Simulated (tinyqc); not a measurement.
# Length offset and series resistance from crossing lines

Question. R_total = Rs + k (L - dL)/Vo with constant Rs, dL and k. Find k, dL and Rs.

R_total at (L, Vo) = (50, 0.4), (100, 0.4), (50, 0.81) and (100, 0.81), L in nm and Vo in V (ohm um): 455.55000  668.05000  376.81481  481.75309

Answer. At each overdrive R is a straight line in L with slope k/Vo; the two lines cross at L = dL, R = Rs.

k = 1.70 ohm um V/nm
dL = 13.4 nm
Rs = 300 ohm um

Numbers from tinyqc (`OMP_NUM_THREADS=1 python tinyqc.py 2282178 2282179 out.jsonl`; about 0.03 s on one thread of a shared Intel Xeon 2.30GHz).
